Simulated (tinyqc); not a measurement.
# Conduction-band offset of an n-N heterojunction from carrier-profile moments: effects of single changes

Layer 1 (x < 0) accumulates electrons and layer 2 (x > 0) is depleted. Boltzmann statistics. The bands bend down by V1 in layer 1 and up by V2 in layer 2, with V1 + V2 = VD = dE + Vt ln[(N2/Nc2)/(N1/Nc1)].

Parameters, values chosen for the exercise; values of the order of III-V alloys:
```
symbol   value   unit                                      meaning
T          300      K                                  temperature
eps_r     12.8                relative permittivity of both layers
Nc1     2.2e17  cm^-3  density of states of the narrow-gap layer 1
Nc2     5.2e17  cm^-3    density of states of the wide-gap layer 2
N1      2.4e15  cm^-3                     donor density in layer 1
N2      9.9e15  cm^-3                     donor density in layer 2
si           0  cm^-2                fixed charge at the interface
```

Constants: q = 1.602176634e-19 C, kB = 1.380649e-23 J/K, Vt = kB T/q, eps0 = 8.8541878128e-14 F/cm where lengths are in cm. Results are converted to the units shown.

Each table varies one quantity; the others keep the values above.

## An error in the interface position

A C-V profile smears n(x) but keeps its zeroth and first moments: si = -int (N - n) dx, VD = (q/(eps0 eps_r)) int (N - n) x dx, dE = VD - Vt ln[(N2/Nc2)/(N1/Nc1)]. With the step of N placed at xi and the moment taken about xi, VD changes by (q/(eps0 eps_r)) [si xi + (N2 - N1) xi^2/2] and si by (N2 - N1) xi.

Result of one run:

| xi (nm) | error of si (cm^-2) | error of dE (meV) |
|---|---|---|
| 30 | 2.250e10 | 4.771 |

What becomes of these results when the assumed position of the interface xi is changed from 30 to -22.5 nm, all else the same?

Result of the changed run:

| xi (nm) | error of si (cm^-2) | error of dE (meV) |
|---|---|---|
| -22.5 | -1.688e10 | 2.684 |

The whole series:

| xi (nm) | error of si (cm^-2) | error of dE (meV) |
|---|---|---|
| -30 | -2.250e10 | 4.771 |
| -22.5 | -1.688e10 | 2.684 |
| -15 | -1.125e10 | 1.193 |
| -7.5 | -5.625e9 | 0.2982 |
| 0 | 0 | 0 |
| 7.5 | 5.625e9 | 0.2982 |
| 15 | 1.125e10 | 1.193 |
| 22.5 | 1.688e10 | 2.684 |
| 30 | 2.250e10 | 4.771 |

Among the rows the error of dE lies between 0 and 4.77 meV, quadratic in xi, since without interface charge the first-order term vanishes; the error of si is linear, 7.50e8 cm^-2 a nanometre.

## Effect of the offset

Sheet densities from the first integral: Q1 = sqrt((2 eps0 eps_r Vt N1/q)(exp(u1) - u1 - 1)) extra electrons, Q2 = sqrt((2 eps0 eps_r Vt N2/q)(exp(-u2) + u2 - 1)) missing ones, u = V/Vt; neutrality Q1 = Q2 + si.

Result of one run:

| dE (eV) | VD (V) | V1 (V) | Q1 (cm^-2) | n(0-)/Nc1 |
|---|---|---|---|---|
| 0.25 | 0.2644 | 0.08668 | 1.459e11 | 0.3119 |

What becomes of these results when the conduction-band offset dE is changed from 0.25 to 0.19 eV, all else the same?

Result of the changed run:

| dE (eV) | VD (V) | V1 (V) | Q1 (cm^-2) | n(0-)/Nc1 |
|---|---|---|---|---|
| 0.19 | 0.2044 | 0.07762 | 1.190e11 | 0.2197 |

The whole series:

| dE (eV) | VD (V) | V1 (V) | Q1 (cm^-2) | n(0-)/Nc1 |
|---|---|---|---|---|
| 0.06 | 0.07440 | 0.04115 | 4.513e10 | 0.05358 |
| 0.12 | 0.1344 | 0.06213 | 8.199e10 | 0.1207 |
| 0.19 | 0.2044 | 0.07762 | 1.190e11 | 0.2197 |
| 0.25 | 0.2644 | 0.08668 | 1.459e11 | 0.3119 |
| 0.31 | 0.3244 | 0.09358 | 1.694e11 | 0.4072 |
| 0.37 | 0.3844 | 0.09911 | 1.906e11 | 0.5043 |
| 0.44 | 0.4544 | 0.1044 | 2.131e11 | 0.6192 |
| 0.5 | 0.5144 | 0.1083 | 2.308e11 | 0.7185 |

Q1 rises from 4.51e10 to 2.31e11 cm^-2, as VD^(0.64) between the last two rows. Layer 1 takes 55.3 % of VD in the first row and 21.0 % in the last: accumulation charge grows exponentially with V1, so most of a large offset falls across the depleted side. For dE = 0.37, 0.44, 0.5 n(0-) nears or passes Nc1, where degeneracy and quantisation lower Q1.

Program tinyqc, `OMP_NUM_THREADS=1 python tinyqc.py 2410174 2410175 out.jsonl`; Intel Xeon 2.30GHz, shared host, one thread, about 0.1 s.
